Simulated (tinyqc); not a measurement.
Inside a calculation. Method: sp3 tight binding, zinc-blende lattice. One step of it, computed by the program tinyqc.

Problem. Levels at X. Diagonalise the Hermitian matrix.

H(k) at X (eV):
```
,a s,a px,a py,a pz,c s,c px,c py,c pz
a s,-12.730000,0.000000,0.000000,0.000000,0.000000,0.000000+10.374975i,0.000000,0.000000
a px,0.000000,-5.840000,0.000000,0.000000,0.000000-10.374975i,0.000000,0.000000,0.000000
a py,0.000000,0.000000,-5.840000,0.000000,0.000000,0.000000,0.000000,0.000000+10.136914i
a pz,0.000000,0.000000,0.000000,-5.840000,0.000000,0.000000,0.000000+10.136914i,0.000000
c s,0.000000,0.000000+10.374975i,0.000000,0.000000,-12.730000,0.000000,0.000000,0.000000
c px,0.000000-10.374975i,0.000000,0.000000,0.000000,0.000000,-5.840000,0.000000,0.000000
c py,0.000000,0.000000,0.000000,0.000000-10.136914i,0.000000,0.000000,-5.840000,0.000000
c pz,0.000000,0.000000,0.000000-10.136914i,0.000000,0.000000,0.000000,0.000000,-5.840000
```

Give: eigenvalues.

Solution.

eigenvalues (eV): -20.2170  -20.2170  -15.9769  -15.9769  1.6470  1.6470  4.2969  4.2969
